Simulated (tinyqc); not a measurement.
From one set of inputs to another, one input at a time: Deal-Grove kinetics of thermal oxidation of silicon. Computed by tinyqc, a small Python program. Command: `OMP_NUM_THREADS=1 python tinyqc.py 3012130 3012131 out.jsonl oxide ladder`. One thread of a shared host (Intel(R) Xeon(R) Processor @ 2.30GHz), about 0.1 s of CPU time with the checks.

Oxidant diffuses through the oxide and reacts at the interface, so that dx/dt = B/(A + 2x) for the oxide thickness x.

The inputs printed are set A. Inputs not listed in the table keep their values of set A, so the rows need not describe a real material.

Inputs (values chosen for the exercise, close to those used for silicon):
```
quantity,value,unit
prefactor B0,775,um^2/h
activation energy E_B,1.23,eV
prefactor (B/A)0,7.04e+06,um/h
activation energy E_A,2.02,eV
temperature T,975,C
oxidant pressure p,5,atm
pressure exponent m of B/A,0.77,-
initial oxide x_i,0.01,um
time t,8.3,h
"temperature of step 2, T2",950,C
"time of step 2, t2",3.8,h
```

Ambient: dry oxygen. Surface: (111). Extension: second step.

Constants: k_B = 8.617333262e-05 eV/K.

Method:
- B = B0 p exp(-E_B/(k_B T)), B/A = (B/A)0 p^m exp(-E_A/(k_B T)), p in atm; A = B/(B/A).
- Temperatures in kelvin are T(C) + 273.15.
- tau = (x_i^2 + A x_i)/B and x = (A/2) [sqrt(1 + 4 B (t + tau)/A^2) - 1], the root of x^2 + A x = B (t + tau).
- Silicon consumed is 0.44 times the oxide grown; the rate is B/(A + 2x).
- Step 2 starts from the thickness x of step 1, with B and A at T2: tau2 = (x^2 + A2 x)/B2 and x2 = (A2/2) [sqrt(1 + 4 B2 (t2 + tau2)/A2^2) - 1].

Each row keeps all changes above it:
```
input moved,from,to,oxide thickness x (um),length A (um),thickness after both steps x2 (um)
set A,-,-,0.48093,0.24680,0.57472
prefactor B0 (um^2/h) and activation energy E_B (eV),"775, 1.23","743, 1.22",0.49072,0.25967,0.58690
oxidant pressure p (atm),5,1,0.19850,0.17933,0.23954
time t (h),8.3,0.26,0.02089,0.17933,0.10114
temperature T (C),975,825,0.01094,0.49532,0.09523
prefactor (B/A)0 (um/h) and activation energy E_A (eV),"7040000, 2.02","6940000, 1.98",0.01139,0.32925,0.11078
```

Where does the difference come from?

Oxide thickness x goes from 0.481 to 0.0114, a factor 0.0237 in all. The largest single move comes from time t (a factor 0.105). Length A goes from 0.247 to 0.329, a factor 1.33 in all. The largest single move comes from temperature T (a factor 2.76), and prefactor (B/A)0 with activation energy E_A works against it (a factor 0.665). Thickness after both steps x2 goes from 0.575 to 0.111, a factor 0.193 in all. The largest single move comes from oxidant pressure p (a factor 0.408), and prefactor (B/A)0 with activation energy E_A works against it (a factor 1.16). The single moves hold for this order of the switches; the total does not depend on the order.

Caution (all rows): dry oxides grow faster than Deal-Grove predicts below about 0.03 um, so a start from a thinner film underestimates the thickness (a common remedy is x_i = 0.025 um).

Extremes, crossings and ranges named in words are read from the listed rows.
